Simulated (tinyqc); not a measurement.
Error of each scheme against the width: smearing for a one-band metal on the square lattice.

Lattice vectors (units of a): a1 = (1, 0), a2 = (0, 1). E(k) = -t A_1(k) - t2 A_2(k), A_m the sum of cos(k . R) over the 4 nearest and 4 second lattice vectors. Mesh k = sum (j_i/N) b_i, j_i = 0 .. N-1.

With x = (E_k - mu)/sigma: Fermi-Dirac f = 1/(1 + exp(x)), s = -f ln f - (1 - f) ln(1 - f); Gaussian f = erfc(x)/2, s = exp(-x^2)/(2 sqrt(pi)); Methfessel-Paxton (first order) f = erfc(x)/2 - x exp(-x^2)/(2 sqrt(pi)), s = (1 - 2 x^2) exp(-x^2)/(4 sqrt(pi)); cold (Marzari-Vanderbilt) with y = x + 1/sqrt(2), f = erfc(y)/2 + exp(-y^2)/sqrt(2 pi), s = y exp(-y^2)/sqrt(2 pi). With weights w = points/N^d (d the dimension), mu solves 2 sum w f = ne; E = 2 sum w f E_k, S = 2 sum w s, F = E - sigma S.

Parameters, chosen for this exercise: t = 0.78 eV (nearest hopping); t2 = 0.18 eV (second hopping); ne = 0.56 (electrons per cell).

All on the dense mesh N = 200. The reference is F of first-order Methfessel-Paxton smearing with sigma = 0.05 t on the mesh N = 200; it moves by 0.00 meV on the mesh N = 250, so errors below a few times that are not resolved.

Errors (meV per cell):
```
sigma (eV)     FD F  FD (E+F)/2  Gauss F  Gauss (E+F)/2  MP F  cold F
0.078         -2.63        0.00    -0.40           0.00  0.00   -0.01
0.117         -5.93        0.02    -0.90           0.00  0.00   -0.02
0.156        -10.57        0.06    -1.60           0.00  0.00   -0.04
0.234        -23.99        0.38    -3.60           0.00  0.01   -0.12
0.312        -43.15        1.10    -6.40           0.01  0.02   -0.28
0.468        -99.35        2.65   -14.44           0.07  0.11   -0.89
0.624       -178.41        0.75   -25.77           0.24  0.41   -2.04
```

reference = -1.22214 eV

What does the comparison show?

Doubling sigma from 0.156 to 0.312 eV multiplies the error of F by 4.1 (Fermi-Dirac) and 4.0 (Gaussian); a pure sigma^2 term would give 4. At the smallest width Fermi-Dirac errs 6.6 times as much as Gaussian, against 2 pi^2/3 = 6.6 for the ratio of the sigma^2 terms at equal sigma. At the largest width the sizes of the errors rank Gauss (E+F)/2 0.2, MP F 0.4, FD (E+F)/2 0.8, cold F 2.0, Gauss F 25.8, FD F 178.4 meV; the reference is good to about 0.01 meV.

Program tinyqc; command `OMP_NUM_THREADS=1 python tinyqc.py 1652374 1652375 out.jsonl`; about 0.09 s on one thread of a shared Intel(R) Xeon(R) Processor @ 2.30GHz.
